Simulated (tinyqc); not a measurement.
What moves the results: Lorentz oscillators and the Kramers-Kronig relations. A value that a table varies takes the place of the one given here.

eps(E) = 1 + sum_j S_j/(E0_j^2 - E^2 - i G_j E).

Kramers-Kronig: eps1(E) = 1 + (2/pi) P integral_0^infinity E1 eps2(E1)/(E1^2 - E^2) dE1. Maclaurin rule on the grid E_j = j h, j = 1 .. M: eps1(E_i) = 1 + (4 h/pi) sum over j with j - i odd of E_j eps2(E_j)/(E_j^2 - E_i^2); nothing is added above E_M.

n + i k = sqrt(eps1 + i eps2) with k >= 0; R = ((n - 1)^2 + k^2)/((n + 1)^2 + k^2) at normal incidence from vacuum; alpha = 2 E k/(hbar c), times 1e8 for 1/cm; loss function Im(-1/eps) = eps2/(eps1^2 + eps2^2).

Constants: hbar c = 1973.269805 eV angstrom.

Inputs chosen for the exercise:
- E0 = (6.14, 9.15) eV (resonances)
- G = (1.08, 2.2) eV (widths)
- S = (62.4, 71.3) eV^2 (strengths)
- h = 0.8 eV (grid step)
- M = 30 (grid points E_j = j h)
- E_t = 1.5 eV (energy below the first line)
- E = 7.16 eV (photon energy)

## Numerical transform against the formula

Every third grid point is listed; the error is the transform minus the formula.

Dielectric function:
```
E (eV)   eps2  eps1 formula  eps1 transform   error
1.60    0.125         3.648           3.479  -0.169
4.00    0.685         4.801           4.872   0.071
6.40    7.880        -0.979           0.892   1.871
8.80    3.687         0.596           0.284  -0.312
11.20   0.845        -0.965          -0.860   0.105
13.60   0.233        -0.067          -0.118  -0.050
16.00   0.104         0.319           0.351   0.033
18.40   0.057         0.521           0.494  -0.027
20.80   0.035         0.642           0.654   0.012
23.20   0.024         0.721           0.698  -0.022
```

The largest error listed is +1.871 at 6.40 eV. The rule samples every 2h = 1.6 eV and the narrowest line is 1.08 eV wide, so it is not resolved. The grid ends at 24 eV, where eps2 is still 0.021; the error at the last point listed, nearest the missing tail, is -0.022.

## How far the spectrum must be known

The integrals are done by adaptive quadrature and cut at E_cut. f-sum share: (2/pi) integral of E eps2 over sum S. Static share: (2/pi) integral of eps2/E over eps(0) - 1.

Cut integrals:
```
E_cut (eV)  eps1(E_t)  f-sum share  static share
7.3             2.818        0.407         0.685
10.1            3.448        0.755         0.929
13.7            3.598        0.893         0.987
18.3            3.620        0.932         0.996
27.5            3.628        0.959         0.999
45.8            3.630        0.976         1.000
```

eps1(E_t) from the formula = 3.630

Cut at 10.1 eV, just above the last line, eps1(E_t) lacks 0.182; cut at 45.8 eV it lacks 0.001. At 13.7 eV the static sum has reached 0.987 and the f-sum only 0.893: the f-sum weights eps2 by E and the static sum by 1/E, so the f-sum needs the far tail.

## Optical constants across the spectrum

Spectrum:
```
E (eV)    eps1   eps2      n      k      R   loss
1.37     3.609  0.104  1.900  0.027  0.096  0.008
3.24     4.221  0.384  2.057  0.093  0.120  0.021
5.12     6.605  2.357  2.609  0.452  0.211  0.048
6.99    -1.124  3.350  1.098  1.526  0.348  0.268
8.86     0.465  3.753  1.457  1.288  0.243  0.262
10.73   -1.239  1.208  0.496  1.218  0.467  0.403
12.60   -0.345  0.366  0.281  0.651  0.456  1.446
14.47    0.106  0.168  0.391  0.215  0.211  4.251
16.35    0.356  0.094  0.602  0.078  0.064  0.694
18.22    0.509  0.059  0.715  0.042  0.028  0.226
20.09    0.611  0.040  0.782  0.026  0.015  0.107
21.96    0.684  0.029  0.827  0.017  0.009  0.062
```

Among the energies listed the largest values are at (eV): eps2 8.86; n 5.12; k 6.99; R 10.73; loss 14.47. eps1 crosses zero at 6.30, 7.46, 9.04 and 13.91 eV; the last crossing is upward and marks the plasmon, against sqrt(sum S) = 11.56 eV for free electrons.

## What each oscillator parameter does

At the energy E. Each row changes one parameter from the base and keeps the others.

Results:
```
case                      eps1   eps2      n      k      R
base                    -0.694  2.842  1.056  1.345  0.300
E0 = (6.14, 9.607) eV   -0.957  2.560  0.942  1.358  0.329
G = (1.08, 3.3) eV      -1.036  3.024  1.039  1.455  0.337
S = (62.4, 85.56) eV^2  -0.338  3.014  1.161  1.298  0.269
E = 7.518 eV             0.118  2.369  1.116  1.062  0.203
```

The largest shifts from the base row, up to three for each result and ties (the steps differ in size, so this ranks the rows, not the parameters). eps1: E +0.812, S +0.356, G -0.342. eps2: E -0.472, E0 -0.281, G +0.182. n: E0 -0.114, S +0.105, E +0.060. k: E -0.284, G +0.110, S -0.047. R: E -0.097, G +0.037, S -0.031.

Program tinyqc; command `OMP_NUM_THREADS=1 python tinyqc.py 1682220 1682221 out.jsonl`; about 0.1 s on one thread of a shared Intel(R) Xeon(R) Processor @ 2.30GHz.
